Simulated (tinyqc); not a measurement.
From one set of inputs to another, one input at a time: implant damage, amorphisation by cascade overlap, and solid-phase epitaxial regrowth. Computed by tinyqc, a small Python program. Command: `OMP_NUM_THREADS=1 python tinyqc.py 3113122 3113123 out.jsonl sper ladder`. One thread of a shared host (Intel(R) Xeon(R) Processor @ 2.30GHz), about 0.02 s of CPU time with the checks.

Range and width of the damage are inputs. Dynamic annealing enters only through the surviving share f.

The inputs printed are set A. Set A is modelled on silicon ions in germanium; the values taken over come from a set modelled on germanium ions in silicon. Inputs not listed in the table keep their values of set A, so the rows need not describe a real material.

Inputs (values chosen for the exercise, modelled on silicon ions in germanium):

| quantity | value | unit |
|---|---|---|
| atomic density N | 44.2 | 1/nm^3 |
| ion Z1 | 14 | - |
| ion mass M1 | 28 | u |
| target Z2 | 32 | - |
| target mass M2 | 72.63 | u |
| ion energy E | 23 | keV |
| displacement energy E_d | 14 | eV |
| depth of the damage peak R_d | 16 | nm |
| width of the damage profile s_d | 7.8 | nm |
| share of defects that survive f | 0.68 | - |
| critical displaced share x_c | 0.086 | - |
| dose Q | 5.1e+14 | 1/cm^2 |
| regrowth prefactor v0 | 2.1e+16 | nm/s |
| regrowth energy E_a | 2.16 | eV |
| anneal temperature | 374 | C |
| rate relative to (100) | 1 | - |
| peak enhancement by the dopant | 12 | - |
| ramp rate | 53 | K/s |

Constants: a_0 = 0.529177210903 angstrom; e^2/(4 pi eps_0) = 14.39964548 eV angstrom; k_B = 8.617333262e-05 eV/K.

Method:
- Robinson partition: eps = E a M2/(Z1 Z2 (e^2/(4 pi eps_0)) (M1 + M2)), a = 0.8853 a_0/sqrt(Z1^(2/3) + Z2^(2/3)); k = 0.0793 Z1^(2/3) Z2^(1/2) (M1 + M2)^(3/2)/((Z1^(2/3) + Z2^(2/3))^(3/4) M1^(3/2) M2^(1/2)); damage energy T_d = E/(1 + k (eps + 0.40244 eps^(3/4) + 3.4008 eps^(1/6))); displacements nu = 0.8 T_d/(2 E_d).
- Displaced share x(z) = f nu Q exp(-(z - R_d)^2/(2 s_d^2))/(sqrt(2 pi) s_d N); the layer is amorphous where x > x_c, between R_d -/+ s_d sqrt(2 ln(x_max/x_c)), the upper edge being cut at the surface. Threshold dose Q_c = Q x_c/x_max.
- Displaced atoms per area beyond the lower edge z2: f nu Q (1/2) erfc((z2 - R_d)/(sqrt2 s_d)); they are not removed by regrowth.
- v = v0 x orientation factor x exp(-E_a/(k_B T)) x [1 + (enhancement - 1) exp(-(z - R_d)^2/(2 s_d^2))], T = anneal temperature + 273.15 K; the dopant is taken to follow the damage profile; the lower front moves from the lower edge z2 to the surface, or to the middle (z1 + z2)/2 of a buried layer with upper edge z1; time = int dz/v; the equivalent undoped distance is that time times the undoped velocity.
- On a linear ramp from 200 C regrowth ends at the T_f where int v_undoped dT/(ramp rate) equals the equivalent undoped distance.

Each row keeps all changes above it:

| input moved | from | to | threshold dose Q_c (1/cm^2) | displaced atoms beyond z2 (1/cm^2) | temperature at which regrowth ends (C) |
|---|---|---|---|---|---|
| set A | - | - | 3.0794e+13 | 1.0964e+15 | 449.62 |
| peak enhancement by the dopant | 12 | 8.9 | 3.0794e+13 | 1.0964e+15 | 454.18 |
| displacement energy E_d (eV) | 14 | 16 | 3.5193e+13 | 1.1177e+15 | 453.48 |
| anneal temperature (C) | 374 | 623 | 3.5193e+13 | 1.1177e+15 | 453.48 |
| critical displaced share x_c | 0.086 | 0.11 | 4.5014e+13 | 1.4846e+15 | 452.17 |
| depth of the damage peak R_d (nm) | 16 | 8.7 | 4.5014e+13 | 1.4846e+15 | 445.03 |
| regrowth energy E_a (eV) and regrowth prefactor v0 (nm/s) | 2.16, 2.1e+16 | 2.7, 5.2e+15 | 4.5014e+13 | 1.4846e+15 | 654.06 |
| ramp rate (K/s) | 53 | 34 | 4.5014e+13 | 1.4846e+15 | 642.68 |

Where does the difference come from?

Threshold dose Q_c goes from 3.08e13 to 4.50e13, a factor 1.46 in all. The largest single move comes from critical displaced share x_c (a factor 1.28). Displaced atoms beyond z2 goes from 1.10e15 to 1.48e15, a factor 1.35 in all. The largest single move comes from critical displaced share x_c (a factor 1.33). Temperature at which regrowth ends goes from 450 to 643, a factor 1.43 in all. The largest single move comes from regrowth energy E_a with regrowth prefactor v0 (a factor 1.47). The single moves hold for this order of the switches; the total does not depend on the order.

Caution (rows regrowth energy E_a): at such temperatures random nucleation in the amorphous layer can compete with epitaxial regrowth.

Extremes, crossings and ranges named in words are read from the listed rows.
